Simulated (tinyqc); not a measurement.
What each parameter does: valley splitting in a one-orbital chain of atomic planes (second-neighbour model).

Each (001) plane carries one orbital with energy e0, hopping v to the next plane and u to the second: E(phi) = e0 + 2 v cos(phi) + 2 u cos(2 phi), where phi = pi - k a/4 (the sign of every second orbital is chosen so that v > 0, which shifts the phase by pi). The minimum lies at cos(phi0) = -v/(4u), phi0 = pi - (pi/2) k0 for a valley at k0 (2 pi/a), and e0 puts it at zero. A slab of N planes has hard walls: the matrix simply ends.

A well of Nw planes between barriers of 40 planes each (as of a SiGe alloy, taken as an offset alone). With x = j - 39.5 for plane j = 0, 1, ..., the potential is V0 (f(x) + f(Nw - x)) + F (j - 40) a/4, f(y) = 1/(1 + exp(y/L)), a step for L = 0; L is in planes, 4 L is about the distance over which f goes from 0.88 to 0.12, and 1 MV/m = 1e-4 V/angstrom.

Constants: hbar^2/2m0 = 3.80998211 eV angstrom^2.

Values chosen for the exercise (near those of the Delta valleys of silicon; abrupt walls in this chain split the valleys several times more than measured wells; shifted at random, so the results belong to these values and not to a real crystal):
- a = 5.423 angstrom (lattice constant; planes lie a/4 apart)
- k0 = 0.859 2 pi/a (position of the valley)
- ml = 0.903 m0 (longitudinal mass)
- V0 = 0.3 eV (barrier height)
- F = 15 MV/m (field)
- Nw = 64 (planes in the well)

Step interfaces (L = 0). u, v, e0 follow from 8 u sin^2(phi0) = (2c/ml)/(a/4)^2, v = -4u cos(phi0), e0 = 2u + v^2/(4u), c = hbar^2/2m0.

One parameter was then changed.

Results before and after:

| case | mean level (meV) | splitting (micro-eV) |
|---|---|---|
| base | 42.29 | 2085.9 |
| changed | 43.32 | 2086.0 |

Which of these changes was made? (a) k0 = 0.869 2 pi/a; (b) F = 30 MV/m; (c) Nw = 65; (d) V0 = 0.45 eV; (e) ml = 0.993 m0.

Answer: (d) V0 = 0.45 eV. Of the candidates, run in turn, only this one gives the changed row.

All candidates:

| case | mean level (meV) | splitting (micro-eV) |
|---|---|---|
| base | 42.29 | 2085.9 |
| k0 = 0.869 2 pi/a | 42.30 | 2078.6 |
| ml = 0.993 m0 | 41.01 | 2086.0 |
| V0 = 0.45 eV | 43.32 | 2086.0 |
| F = 30 MV/m | 63.95 | 4173.0 |
| Nw = 65 | 42.29 | 2085.9 |

Computed by tinyqc, a small Python program: `OMP_NUM_THREADS=1 python tinyqc.py 1480406 1480407 out.jsonl` (the numbers bound the seed that draws the inputs); one thread of a shared host (Intel(R) Xeon(R) Processor @ 2.30GHz), about 0.01 s for the whole set of steps.
